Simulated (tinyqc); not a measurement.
# Carrier lifetime of a p-type layer with SRH, radiative, Auger and surface recombination: what changes with what

Uniform excess density dn = dp (no trapping), n = n0 + dn, p = p0 + dn, Boltzmann statistics, full ionisation. Surfaces enter as a rate 2 S dn/d, which holds while diffusion to them is fast.

Values chosen for this exercise; band and dielectric values those of a made-up semiconductor: temperature T = 400 K; band gap Eg = 1.44 eV; conduction-band density of states at T Nc = 4.97e19 cm^-3; valence-band density of states at T Nv = 3.19e19 cm^-3; radiative coefficient B = 4.75e-15 cm^3/s; acceptor density N = 1.9e17 cm^-3; Auger coefficient (two electrons) Cn = 1e-31 cm^6/s; Auger coefficient (two holes) Cp = 1.1e-31 cm^6/s; trap density Nt = 4.5e10 cm^-3; capture cross-section for electrons sn = 2e-15 cm^2; capture cross-section for holes sp = 4e-17 cm^2; thermal velocity (both carriers) vth = 1.9e7 cm/s; trap level below the conduction band Et = 0.63 eV; surface recombination velocity (both faces) S = 800 cm/s; sample thickness d = 1 um.

Constants: q = 1.602176634e-19 C, kB = 1.380649e-23 J/K, Vt = kB T/q. Results are converted to the units shown.

Each table varies one quantity; the others keep the values above.

## Lifetime against injection

ni = sqrt(Nc Nv) exp(-Eg/(2 Vt)), Eg in volts; majority density N/2 + sqrt(N^2/4 + ni^2), n0 p0 = ni^2; n1 = Nc exp(-Et/Vt), p1 = Nv exp((Et - Eg)/Vt); tn0 = 1/(sn vth Nt), tp0 = 1/(sp vth Nt). With e = n p - ni^2 = dn (n0 + p0 + dn): U_SRH = e/(tp0 (n + n1) + tn0 (p + p1)), U_rad = B e, U_Aug = (Cn n + Cp p) e, U_s = 2 S dn/d. Each tau is dn over its rate; tau = dn/U with U the sum.

The same in every row: tau_s (s) = 6.2500e-8.

Lifetime against injection:
```
dn (cm^-3),tau_SRH (s),tau_rad (s),tau_Aug (s),tau (s),radiative share (%),largest path
1e11,5.8490e-4,0.0011080,2.5183e-4,6.2474e-8,0.0056383,surface
1e12,5.8504e-4,0.0011080,2.5182e-4,6.2474e-8,0.0056383,surface
1e13,5.8642e-4,0.0011080,2.5179e-4,6.2474e-8,0.0056386,surface
1e14,6.0026e-4,0.0011075,2.5144e-4,6.2474e-8,0.0056413,surface
1e15,7.3797e-4,0.0011022,2.4802e-4,6.2475e-8,0.0056681,surface
1e16,0.0020469,0.0010526,2.1739e-4,6.2476e-8,0.0059353,surface
1e17,0.010668,7.2595e-4,8.2298e-5,6.2447e-8,0.0086021,surface
1e18,0.025156,1.7691e-4,3.6394e-6,6.1423e-8,0.034720,surface
1e19,0.029279,2.0660e-5,4.6271e-8,2.6553e-8,0.12852,Auger
```

Surface recombination leads at dn = 1e11, Auger from 1e19 on. The total lifetime falls from 6.25e-8 to 2.66e-8 s. tau_SRH goes from 5.85e-4 s (low-injection limit 5.85e-4 s) to 0.0293 s (high-injection limit tn0 + tp0 = 0.0298 s). Between the last two rows tau_rad goes as dn^(-0.93) and tau_Aug as dn^(-1.90); the radiative share rises from 0.00564 to 0.129 %. For dn = 1e19 the carriers are degenerate, where B and the Auger coefficients no longer stay constant.

## Effect of the capture cross-section for electrons at dn = 2e14 cm^-3

Same model as above.

Here dn = 2e14 cm^-3.

The same in every row: tau_rad (s) = 0.0011069; tau_Aug (s) = 2.5106e-4; tau_s (s) = 6.2500e-8.

Result of one run:
```
sn (cm^2),tau_SRH (s),tau (s),radiative share (%),largest path
4e-20,29.240,6.2481e-8,0.0056448,surface
```

What becomes of these results when the capture cross-section for electrons sn is changed from 4e-20 to 4e-14 cm^2, all else the same?

Result of the changed run:
```
sn (cm^2),tau_SRH (s),tau (s),radiative share (%),largest path
4e-14,6.0074e-5,6.2416e-8,0.0056390,surface
```

The whole series:
```
sn (cm^2),tau_SRH (s),tau (s),radiative share (%),largest path
4e-20,29.240,6.2481e-8,0.0056448,surface
4e-19,2.9240,6.2481e-8,0.0056448,surface
4e-18,0.29243,6.2481e-8,0.0056448,surface
4e-17,0.029271,6.2481e-8,0.0056448,surface
4e-16,0.0029548,6.2480e-8,0.0056447,surface
4e-15,3.2323e-4,6.2469e-8,0.0056437,surface
4e-14,6.0074e-5,6.2416e-8,0.0056390,surface
```

Surface recombination leads at sn = 4e-20 and in all other rows. tau_SRH falls from 29.2 to 6.01e-5 s and the total lifetime stays near 6.25e-8 s.

Computed by the program tinyqc: `OMP_NUM_THREADS=1 python tinyqc.py 2300106 2300107 out.jsonl`, one thread of a shared Intel Xeon 2.30GHz, about 0.01 s for the whole run.
